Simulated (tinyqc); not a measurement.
Trench capacitor in an array: capacitance, non-linearity, leakage and relaxation: two steps of the calculation.

A film between two metal electrodes, each interface adding a series capacitance ci. The small-signal permittivity is ek (1 + aq E^2); the field is found with the linear permittivity. Leakage J = J0 sinh(E/Ef). After a voltage step the film passes a relaxation current kr C V tt^(-nr), tt being the time in seconds. The sidewall is a coaxial capacitor with radii a = dm/2 - t and b = dm/2, depth AR dm; the end face is left out.

Values chosen for this exercise; permittivity of the order of that of aluminium oxide:
```
symbol    value       unit                                                             meaning
ek         8.96                                              relative permittivity of the film
t            12         nm                                                      film thickness
ci           88    uF/cm^2  capacitance of each electrode interface (dead layer and screening)
aq       0.0027  cm^2/MV^2                     quadratic field coefficient of the permittivity
V           1.8          V                                                                bias
J0      5.8e-10     A/cm^2                                                   leakage prefactor
Ef         0.36      MV/cm                             field for an e-fold rise of the leakage
dm           99         nm                                                diameter of the hole
AR           20                                              aspect ratio, depth over diameter
pt          210         nm                                           pitch of the square array
rho         130    uohm cm                                  resistivity of the inner electrode
```

Constants: eps0 = 8.8541878128e-14 F/cm where lengths are in cm. Results are converted to the units shown.

Task 1. Planar capacitance, field and non-linearity. Planar film: Cf = eps0 ek/t, 1/C = 1/Cf + 2/ci, EOT = 3.9 eps0/C, effective permittivity C t/eps0, E = (V/t) C/Cf; quadratic coefficient [C(V)/C - 1]/V^2 with Cf (1 + aq E^2) in C(V).

Give: Cf; C; EOT; effective permittivity; E; quadratic coefficient; J.

Result 1.

Cf = 0.66111 uF/cm^2
C = 0.65133 uF/cm^2
EOT = 5.3017 nm
effective permittivity = 8.8274
E = 1.4778 MV/cm
quadratic coefficient = 1792.8 ppm/V^2
J = 1.7581e-8 A/cm^2

The interfaces take 1.48 % of the voltage.

Task 2. Cell capacitance, fields and time constant. Per length 1/c = ln(b/a)/(2 pi eps0 ek) + (1/a + 1/b)/(2 pi ci); cell capacitance c AR dm; per footprint over pt^2; fields c V/(2 pi eps0 ek r) at r = a and b; resistance of the inner electrode rho AR dm/(pi a^2); time constant R C/3 of the distributed line.

Give: a; b; cell capacitance; capacitance per footprint; field at a; field at b; R; R C/3.

Result 2.

a = 37.50 nm
b = 49.50 nm
cell capacitance = 3.502 fF
capacitance per footprint = 7.940 uF/cm^2
field at a = 1.703 MV/cm
field at b = 1.290 MV/cm
R = 0.5826 kohm
R C/3 = 0.6801 ps

The array gives 12.2 times the planar capacitance per footprint; curvature makes the field at the inner electrode 1.15 times the planar value.

tinyqc, about 0.01 s, one thread, Intel Xeon 2.30GHz (shared host): `OMP_NUM_THREADS=1 python tinyqc.py 2102123 2102124 out.jsonl`
